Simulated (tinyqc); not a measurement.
Thermal stress and diffusional relaxation in a metal film: Coble and Nabarro-Herring creep, cooling and holds: one step, computed by the program tinyqc. Command: `OMP_NUM_THREADS=1 python tinyqc.py 3029740 3029741 out.jsonl creep walk`. One thread of a shared host (Intel(R) Xeon(R) Processor @ 2.30GHz), about 0.05 s of CPU time with the checks.

A thin film on a rigid substrate is stress-free at T0. Tension is positive and the film creeps linearly: d sigma/dt = -M (mismatch) dT/dt - sigma/tau.

Question. Stress after cooling to room temperature. Creep rate per stress: Nabarro-Herring 14 D Omega/(k_B T d^2), Coble (14 pi) delta D_b Omega/(k_B T d^3), with D = D0 exp(-E/(k_B T)), delta D_b = (delta D_b)0 exp(-E_b/(k_B T)); 1/tau = M x (sum of both)/2 (biaxial strain rate is half the uniaxial one). Temperatures in kelvin are T(C) + 273.15. Cooling from T0 at the constant rate: d sigma/dT = -slope + sigma/(tau(T) x rate), integrated to 25 C (stiff solver, tolerance 1e-9). Effective stress-free temperature T_eff = 25 C + sigma/slope.

Inputs (values chosen for the exercise, modelled on aluminium films on silicon): biaxial modulus M = 114 GPa; atomic volume Omega = 16.6 angstrom^3; lattice prefactor D0 = 0.00017 m^2/s; lattice energy E = 1.46 eV; boundary prefactor (delta D_b)0 = 6.4e-14 m^3/s; boundary energy E_b = 0.862 eV; grain size d = 0.59 um; stress-free temperature T0 = 450 C; hold temperature T = 100 C; cooling rate = 100 C/min; yield stress = 510 MPa.

thermoelastic slope = 2.3484 MPa/K

Constants: k_B = 1.380649e-23 J/K; k_B = 8.617333262e-05 eV/K.

Give: stress at 25 C; effective stress-free temperature.

Answer.

stress at 25 C = 264.8 MPa

effective stress-free temperature = 137.8 C

Creep during cooling removes 73.5 % of the elastic value. Caution: the elastic stress exceeds the yield stress, so dislocation glide would cap it first. Caution: bulk creep laws overstate relaxation in a bonded film, and dislocation glide would cap stresses above the yield stress.
